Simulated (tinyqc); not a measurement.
Worked calculation: thin-film optics by transfer matrices. Values are carried at full precision from step to step, so a last printed digit may differ when a step is redone from the rounded ones.

Indices N = n + i k. Snell: N0 sin(theta) = N_j sin(theta_j), with Im(N_j cos theta_j) >= 0. Admittance y_j = N_j cos theta_j for s and N_j/cos theta_j for p. Phase delta_j = 2 pi N_j cos theta_j d_j/lambda. Layer matrix [[cos delta, -i sin delta/y], [-i y sin delta, cos delta]], multiplied from the top down to M. (B, C) = M (1, y_sub); r = (y0 B - C)/(y0 B + C), R = |r|^2, T = 4 Re y0 Re y_sub/|y0 B + C|^2, absorbed in the films 1 - R - T.

Values chosen for the exercise (indices near those of polySi, SiO2 on Si; shifted at random, so the results belong to these values and not to a real crystal): lam = 633 nm (vacuum wavelength); n0 = 1 (ambient index); n = (3.896, 1.475, 3.805) (n of polySi, SiO2, substrate); k = (0.04, 0, 0.021) (k in the same order); d = (76.1, 17.4) nm (thicknesses, top first); theta = 30 degrees (angle of incidence); pol = s (polarisation).

## Angles, admittances and phases

Form cos theta_j, y_j and delta_j.

cos theta_j: ambient 0.8660, film 1 0.9917+0.0002i, film 2 0.9408, substrate 0.9913+0.0001i

y_j: ambient 0.8660, film 1 3.8638+0.0403i, film 2 1.3877, substrate 3.7720+0.0212i

delta_j (rad): film 1 2.9186+0.0305i, film 2 0.2397

## Layer matrices and their product

Form each matrix and multiply from the top down.

matrix of film 1:
```
                 1                2
1  -0.9757-0.0067i  -0.0083-0.0572i
2  -0.1059-0.8561i  -0.9757-0.0067i
```

matrix of film 2:
```
          1         2
1    0.9714  -0.1711i
2  -0.3294i    0.9714
```

M:
```
                 1                2
1  -0.9666-0.0038i  -0.0092+0.1114i
2  -0.1051-0.5102i  -1.0942+0.0116i
```

Each matrix has determinant 1, and so has M.

## Reflection and transmission

Close the stack on the substrate.

B, C: -1.0037+0.4161i  -4.2328-0.4898i

r = -0.6631-0.1498i
R = 0.4621
T into the substrate = 0.5016
absorbed in the films = 0.0363

The bare substrate would reflect 0.3926.

## Ellipsometric angles

Ellipsometry: rho = tan(Psi) exp(i Delta) = -conj(r_p/r_s) with the r of the admittance formula, Delta in 0 to 360 degrees, so that a bare dielectric at small angles gives Delta = 180.

Repeat the steps for both polarisations.

r_s = -0.6631-0.1498i
r_p = -0.5729-0.1556i
Psi = 41.13 degrees
Delta = 177.54 degrees

## Checks

- R against the recursion of Airy sums from the substrate up: both 0.46209.

tinyqc: `OMP_NUM_THREADS=1 python tinyqc.py 1652708 1652709 out.jsonl`; about 0.01 s, one thread, shared Intel(R) Xeon(R) Processor @ 2.30GHz.
